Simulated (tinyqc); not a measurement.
# Anisotropic wet etching of Si(100): plane rates, V-grooves, membranes and undercut, step by step

A worked calculation. Computed by tinyqc, a small Python program that keeps every step. Command: `OMP_NUM_THREADS=1 python tinyqc.py 3001354 3001355 out.jsonl wetetch walk`. One thread of a shared host (Intel(R) Xeon(R) Processor @ 2.30GHz), about 0.01 s of CPU time with the checks. Intermediate numbers are printed to about 6 digits and carried at full precision; extremes and crossings named in words are read from the listed rows.

A long slot opens the mask on a (100) wafer. The floor etches at R100; (111) walls stand at theta = arctan(sqrt2) = 54.7356 degrees to the surface and recede at R111 along their normal.

Inputs (values chosen for the exercise, close to those used for tetramethylammonium hydroxide solutions):

| quantity | value | unit |
|---|---|---|
| prefactor k0 of the (100) rate | 6.9e+08 | um/min |
| activation energy of (100), E | 0.617 | eV |
| ratio (100)/(111) at 80 C | 13 | - |
| extra energy of (111), dE | 0.14 | eV |
| ratio (100)/oxide at 80 C | 5200 | - |
| extra energy of the oxide, dE_ox | 0.26 | eV |
| corner undercut rate over (100) rate, c | 3 | - |
| bath temperature T | 60 | C |
| width w (mask opening along <110>, or membrane width in the design step) | 62 | um |
| misalignment of the mask | 2 | degrees |
| etch time t | 3.2 | min |
| wafer thickness d | 525 | um |
| membrane thickness wanted | 26 | um |

Constants: k_B = 8.617333262e-05 eV/K.

## Rates

R100 = k0 exp(-E/(k_B T)); a ratio given at 80 C scales as exp[(extra energy/k_B)(1/T - 1/353.15 K)]; R111 and R_ox follow by division. Temperatures in kelvin are T(C) + 273.15.

R100 = 0.319953 um/min

R111 = 0.0186724 um/min

R_ox = 3.68412e-05 um/min

anisotropy R100/R111 = 17.1350

## Shape after the time t

A misaligned edge exposes ledges and adds R100 sin(misalignment) to the lateral rate (a simple estimate): u = R111/sin(theta) + R100 sin(misalignment). Top width W = w + 2 u t; floor width b = W - 2 z/tan(theta) = W - sqrt2 z. The floor lasts until b = 0, at t_V = w/(sqrt2 R100 - 2u); depth z = R100 t before t_V and W/sqrt2 after.

lateral rate u = 0.0340352 um/min

time t_V to close the V = 161.286 min

top width W = 62.2178 um

depth z = 1.02385 um

floor width b = 60.7699 um

The floor remains; undercut per side is 0.109 um, 10.64 % of the depth.

## Designing a membrane from the back side

Etch depth d - membrane, time = depth/R100; for a membrane as wide as w the opening must be w + sqrt2 depth - 2 u time; oxide mask consumed R_ox x time; a 1 K error changes the depth by the fraction E/(k_B T^2); a convex mask corner, such as that of a mesa, would retreat by c x depth.

time to reach the membrane = 1559.60 min

opening needed = 661.530 um

oxide consumed = 57.4577 nm

depth error per kelvin = 32.1909 um

retreat of a convex corner = 1497 um

The error per kelvin is 124 % of the membrane, so a timed etch cannot hold it and an etch stop is needed. A corner retreat larger than the depth shows why mesas need compensation structures. Caution: the remaining silicon is too narrow for its thickness to act as a membrane. Caution: rates also depend on concentration, doping, additives and stirring, all held fixed here.

## Speed against selectivity over temperature

Each row etches to the depth d - membrane; undercut per side = (R111/sin(theta) + R100 sin(misalignment)) x time.

Etching to a fixed depth:

| T (C) | R100 (um/min) | R100/R111 | time (h) | undercut (um) | oxide consumed (nm) |
|---|---|---|---|---|---|
| 30 | 0.03814 | 27.7633 | 218.042 | 39.4276 | 23.449 |
| 40 | 0.08109 | 23.3963 | 102.561 | 43.5364 | 32.222 |
| 50 | 0.16453 | 19.9262 | 50.548 | 48.0855 | 43.414 |
| 60 | 0.31995 | 17.1350 | 25.993 | 53.0814 | 57.458 |
| 70 | 0.59853 | 14.8651 | 13.895 | 58.5279 | 74.811 |
| 80 | 1.08065 | 13.0000 | 7.696 | 64.4262 | 95.962 |
| 90 | 1.88866 | 11.4532 | 4.403 | 70.7753 | 121.415 |
| 100 | 3.20349 | 10.1592 | 2.596 | 77.5720 | 151.694 |

From 30 to 100 C the time falls by a factor 84.0, while the oxide loss grows by 6.47 and the undercut by 1.97: the slower planes and the mask have the higher activation energies, so heat costs selectivity. Misalignment gives 17.4 um of the undercut at any T.

Checks made by the program: depth against time integration (relative difference below 1e-10).
